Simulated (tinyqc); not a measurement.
One-electron ion in a basis of Gaussians, step by step. One step of it, computed by the program tinyqc.

Task: Matrices over normalised Gaussians. With p = a_i + a_j and I(k) = Gamma((k+1)/2) / (2 p^((k+1)/2)): S = I(2l+2), T = (2l+3) a_i a_j S / p, V = -Z I(2l+1), each divided by sqrt(S_ii S_jj).

exponents of r^l exp(-a r^2) (1/bohr^2): [0.032730, 0.088520, 0.239400, 0.647600, 1.752000, 4.738000]

Z = 3

l = 2

Give: S; T; V.

Result:

S:
```
[[1.0000, 0.6595, 0.2221, 0.0513, 0.0100, 0.0018],
 [0.6595, 1.0000, 0.6595, 0.2220, 0.0513, 0.0100],
 [0.2221, 0.6595, 1.0000, 0.6594, 0.2219, 0.0513],
 [0.0513, 0.2220, 0.6594, 1.0000, 0.6593, 0.2220],
 [0.0100, 0.0513, 0.2219, 0.6593, 1.0000, 0.6595],
 [0.0018, 0.0100, 0.0513, 0.2220, 0.6595, 1.0000]]
```

T (hartree):
```
[[0.1146, 0.1103, 0.0448, 0.0112, 0.0023, 0.0004],
 [0.1103, 0.3098, 0.2983, 0.1210, 0.0302, 0.0061],
 [0.0448, 0.2983, 0.8379, 0.8067, 0.3272, 0.0818],
 [0.0112, 0.1210, 0.8067, 2.2666, 2.1822, 0.8854],
 [0.0023, 0.0302, 0.3272, 2.1822, 6.1320, 5.9048],
 [0.0004, 0.0061, 0.0818, 0.8854, 5.9048, 16.5830]]
```

V (hartree):
```
[[-0.4619, -0.4146, -0.2092, -0.0764, -0.0241, -0.0072],
 [-0.4146, -0.7596, -0.6818, -0.3439, -0.1256, -0.0397],
 [-0.2092, -0.6818, -1.2493, -1.1211, -0.5654, -0.2065],
 [-0.0764, -0.3439, -1.1211, -2.0547, -1.8439, -0.9302],
 [-0.0241, -0.1256, -0.5654, -1.8439, -3.3795, -3.0333],
 [-0.0072, -0.0397, -0.2065, -0.9302, -3.0333, -5.5576]]
```
